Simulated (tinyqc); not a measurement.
Solubility, supersaturation, precipitation and gettering of an impurity in a silicon-like host: one step, computed by the program tinyqc. Command: `OMP_NUM_THREADS=1 python tinyqc.py 3006227 3006228 out.jsonl ripen walk`. One thread of a shared host (Intel(R) Xeon(R) Processor @ 2.30GHz), about 0.01 s of CPU time with the checks.

The wafer was saturated at T1 and is then held at T.

Task: Growing precipitates. Growing sinks: with y = r/r_f and y0 = r0/r_f, dy/dt = (1 - y^3)/(3 tau_f y), which integrates to t/tau_f = F(y) - F(y0), F(y) = (1/2) ln[(1 + y + y^2)/(1 - y)^2] - sqrt(3) arctan[(2y + 1)/sqrt(3)]; the share of the excess left is (1 - y^3)/(1 - y0^3), and C(t) = C_eq + (C0 - C_eq) x share.

Inputs (values chosen for the exercise, modelled on iron in silicon):

| quantity | value | unit |
|---|---|---|
| temperature of saturation T1 | 1325 | K |
| anneal temperature T | 736 | K |
| initial sink radius r0 | 7.5 | nm |
| anneal time t | 21000 | s |

final radius r_f = 85.39696 nm

tau_f = 29058.17 s

C_eq(T) = 1622788 1/cm^3

C0 = 1.016685e+15 1/cm^3

Give: radius at t; share of the excess left; C(t) with growing sinks.

Result:

radius at t = 56.008 nm

share of the excess left = 0.71837

C(t) with growing sinks = 7.3036e+14 1/cm^3

28.2 % of the excess has precipitated. Caution: the barrier to homogeneous nucleation is below 35 k_B T for these inputs, so new precipitates would form and outnumber the fixed sinks assumed here.
